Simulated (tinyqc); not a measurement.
# Worked calculation: ellipsometry and reflectance of a transparent film on an absorbing substrate

Numbers from tinyqc (`OMP_NUM_THREADS=1 python tinyqc.py 2870168 2870169 out.jsonl`; about 0.01 s on one thread of a shared Intel Xeon 2.30GHz). Printed values are rounded.

Air (index 1), film, substrate with N2 = n2 - i k2; time factor exp(+i w t). q_j = sqrt(N_j^2 - sin^2 th), root with positive real part. Fresnel coefficients r_s = (q_a - q_b)/(q_a + q_b), r_p = (N_b^2 q_a - N_a^2 q_b)/(N_b^2 q_a + N_a^2 q_b). tan(Psi) exp(i Delta) = R_p/R_s, Delta taken from 0 to 360 degrees.

Values chosen for this exercise; indices close to those of silicon dioxide on silicon:
```
symbol,value,unit,meaning
lam,632.8,nm,wavelength
th,75,degrees,angle of incidence
n1,1.453,,index of the transparent film
d,1.5,nm,film thickness
n2,3.882,,index of the substrate
k2,0.019,,extinction coefficient of the substrate
```

## Interface coefficients and thickness period

q0, q1, q2 and the coefficients r01 and r12 for p and s; the results repeat in d with the period lam/(2 q1).

q0 = 0.2588190
q1 = 1.085448
q2 = 3.759912-0.019617i
r01,p = -0.3303124
r01,s = -0.6149290
r12,p = 0.3465571-0.0020112i
r12,s = -0.5519714+0.0018139i
period = 291.4927 nm

## Psi, Delta and reflectances

beta = 2 pi d q1/lam, X = exp(-2 i beta), R = (r01 + r12 X)/(1 + r01 r12 X) for p and s.

beta = 0.01616641 rad
X = 0.9994773-0.0323272i
R_p = 0.01799103-0.01500870i
R_s = -0.8711373+0.0068151i
Psi = 1.540564 degrees
Delta = 140.6123 degrees
|R_p|^2 = 5.489384e-4
|R_s|^2 = 0.7589267

The bare substrate gives Psi = 1.215 and Delta = 172.94 degrees.
